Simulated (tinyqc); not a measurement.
Undoped symmetric double-gate MOSFET, analytic potential model: effect of the temperature.

An undoped body of thickness ts between two equal insulators and tied gates; long channel, electrons only, n = ni exp((psi - V)/Vt) with V the quasi-Fermi potential (0 at the source, Vd at the drain), constant mobility, no quantisation. Across the body psi(x) = V - 2 Vt ln[(ts/(2 beta)) sqrt(q ni/(2 eps0 eps_r Vt)) cos(2 beta x/ts)], x from the centre. Q is the electron charge per area of the whole body.

Nc and Nv are given at 300 K and scale as (T/300 K)^1.5; Eg and mu are held fixed. ni = sqrt(Nc Nv) exp(-Eg/(2 Vt)), Eg in volts; r = eps_r tox/(eox ts); V0 = dphi + 2 Vt ln[(2/ts) sqrt(2 eps0 eps_r Vt/(q ni))]. beta (between 0 and pi/2) solves (Vg - V0 - V)/(2 Vt) = ln(beta) - ln(cos beta) + 2 r beta tan(beta). Q = 8 eps0 eps_r Vt beta tan(beta)/ts; I = mu (1/L)(4 eps0 eps_r/ts)(2 Vt)^2 [g(beta_s) - g(beta_d)] per width, g = beta tan(beta) - beta^2/2 + r beta^2 tan^2(beta), with beta_s at V = 0 and beta_d at V = Vd.  I(low) is taken at Vg = 0.49 V, Qs and I(high) at Vg = 1.24 V.

Parameters, values chosen for the exercise; material values close to those of silicon: band gap Eg = 1.12 eV; relative permittivity of the semiconductor eps_r = 11.7; conduction-band density of states at the reference temperature Nc = 2.78e19 cm^-3; valence-band density of states at the reference temperature Nv = 2.64e19 cm^-3; relative permittivity of the gate insulator eox = 3.96; insulator thickness tox = 1.5 nm; body thickness ts = 6 nm; gate work function less that of the intrinsic body dphi = 0.23 V; channel mobility mu = 100 cm^2/(V s); gate length L = 0.2 um; drain voltage Vd = 0.1 V.

Constants: q = 1.602176634e-19 C, kB = 1.380649e-23 J/K, Vt = kB T/q, eps0 = 8.8541878128e-14 F/cm where lengths are in cm. Results are converted to the units shown.

Effect of the temperature:

| T (K) | V0 (V) | I(low) (nA/um) | Qs(high) (nC/cm^2) | I(high) (uA/um) |
|---|---|---|---|---|
| 220 | 0.75527 | 0.0020689 | 1910.7 | 84.881 |
| 250 | 0.74916 | 0.018934 | 1915.2 | 85.223 |
| 280 | 0.74289 | 0.11105 | 1922.7 | 85.704 |
| 310 | 0.73648 | 0.47322 | 1932.6 | 86.303 |
| 340 | 0.72995 | 1.5900 | 1944.7 | 87.002 |
| 370 | 0.72330 | 4.4536 | 1958.6 | 87.789 |
| 400 | 0.71655 | 10.813 | 1974.2 | 88.652 |
| 430 | 0.70970 | 23.411 | 1991.2 | 89.582 |

Read the table: what changes, and by how much?

As T goes from 220 to 430 K, I(low) rises from 0.00207 to 23.4 nA/um and I(high) rises from 84.9 to 89.6 uA/um. V0 falls from 0.755 to 0.710 V. In every row the surface density at the source at the higher gate voltage passes 0.3 Nc, where Boltzmann statistics fail. In every row the mobility is held fixed, though a real one changes with T. In every row the body is thin enough for quantum confinement, left out here, to raise the threshold.

Computed by the program tinyqc: `OMP_NUM_THREADS=1 python tinyqc.py 2440023 2440024 out.jsonl`, one thread of a shared Intel Xeon 2.30GHz, about 0.02 s for the whole run.
